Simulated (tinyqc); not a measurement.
# Worked calculation: six-transistor SRAM cell, nodal equations and margins

Numbers from tinyqc (`OMP_NUM_THREADS=1 python tinyqc.py 2340036 2340037 out.jsonl`; about 0.1 s on one thread of a shared Intel Xeon 2.30GHz). Printed values are rounded.

Two cross-coupled inverters (pull-down bn, pull-up bp) hold the nodes Q and QB; access transistors (ba, threshold VTn, gate on the word line at Vdd when selected) join them to the bit lines. Transistor (EKV form, voltages against the body): I = 2 n b Vt^2 [F(vp - Vs) - F(vp - Vd)] from drain to source, F(v) = ln^2(1 + exp(v/(2 Vt))), vp = (Vg - VT + sg |Vd - Vs|)/n. n-channel bodies are at 0; for the p-channel device all voltages are counted down from Vdd. b in uA/V^2 gives I in uA. For an access transistor the bit line is the drain and the node the source. In a read both bit lines are at Vdd. The cell is symmetric (no mismatch).

Values chosen for this exercise:
```
symbol,value,unit,meaning
T,400,K,temperature
Vdd,0.8,V,supply voltage
n,1.28,,slope factor
sg,0.056,,drain-induced barrier lowering
VTn,0.43,V,n-channel threshold
VTp,0.28,V,p-channel threshold (magnitude)
bn,530,uA/V^2,gain factor of the pull-down transistor
ba,350,uA/V^2,gain factor of the access transistor
bp,290,uA/V^2,gain factor of the pull-up transistor
```

Constants: q = 1.602176634e-19 C, kB = 1.380649e-23 J/K, Vt = kB T/q. Results are converted to the units shown.

## Iteration 1: node voltages in a read by Newton steps

(Q, QB) at the start (V): Q 0.000000, QB 0.800000

F1 = In(gate QB, drain Q) - Ip(gate QB, drain Q) - Ia(bit line, Q), F2 the same with Q and QB exchanged; J by central differences with +/- 1e-6 V; solve J d = -F, limit each component to +/- 0.15 V and add.

F1, F2 (uA): -23.6183  0.0003

J (uS):
```
          Q       QB
F1  344.334    0.087
F2    0.006  150.456
```

(Q, QB) after iteration 1 (V): Q 0.068591, QB 0.799996

## Iteration 2: node voltages in a read by Newton steps

As before.

F1, F2 (uA): -2.69255  0.00063

J (uS):
```
          Q       QB
F1  265.639   37.853
F2    0.028  130.280
```

(Q, QB) after iteration 2 (V): Q 0.078728, QB 0.799989

## Course of the iteration: node voltages in a read by Newton steps

Stop when the largest change of (Q, QB) is below 1e-9 V, or after 30 iterations. The rule counts as met only at the stable state with Q low.

Course of the iteration:
```
iteration      Q (V)  largest |change| of one entry (V)
1          0.0685913                             0.0686
2          0.0787284                             0.0101
3          0.0789624                            2.34e-4
4          0.0789625                            1.25e-7
5          0.0789625                           3.58e-14
```

Converged in 5 iterations. At the end the number of correct digits about doubles with each step.

## Read current and disturbance

(Q, QB) (V): Q 0.0789625, QB 0.799988

Iread = Ia(bit line at Vdd, source Q); cell ratio bn/ba; time to pull a bit line of 20 fF down by 0.1 V at that current.

Iread = 13.3017 uA
cell ratio = 1.51429
time = 150.356 ps

The read lifts the low node to 79.0 mV, against a balance point of 450 mV.

## The largest square in the read butterfly

c, point 0 to 6 (V): 0.11  0.18  0.25  0.31  0.36  0.4  0.43

f(x) is the node voltage of one half-cell in a read for input x (In - Ip - Ia = 0). Static noise margin: side of the largest square between the curve (x, f(x)) and its mirror image (f(y), y); with h(c) the root x of f(x) - x = c, it is the maximum over c > 0 of h(c) - h(-c) + c.

```
point  h(c) (V)  h(-c) (V)  side (V)
0      0.443931   0.460269  0.093661
1      0.439632   0.475175  0.144456
2      0.432996   0.499532  0.183463
3      0.421183   0.526145  0.205038
4      0.402521   0.551023  0.211498
5      0.379855   0.572335  0.207520
6      0.358350   0.589148  0.199203
```

The maximum over c is 211.5 mV, the read margin; with the word line off (no Ia) the same construction gives 302.3 mV.
